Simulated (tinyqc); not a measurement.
Via and link resistance from two via chains.

Question. A chain of 1000 vias joined by 1000 metal links has R = 1000 (Rv + Rlink), with Rlink proportional to the link length. Find Rv, Rlink for length L, and the value of Rv that the short chain would give if the links were ignored.

resistance of chains of 1000 links with link lengths L and 3 L (ohm): 13600  23800

Answer. R per link is a straight line in the link length; its intercept at zero length is Rv.

Rv = 8.500 ohm
Rlink = 5.100 ohm
Rv without correction = 13.60 ohm

Numbers from tinyqc (`OMP_NUM_THREADS=1 python tinyqc.py 2750076 2750077 out.jsonl`; about 0.01 s on one thread of a shared Intel Xeon 2.30GHz).
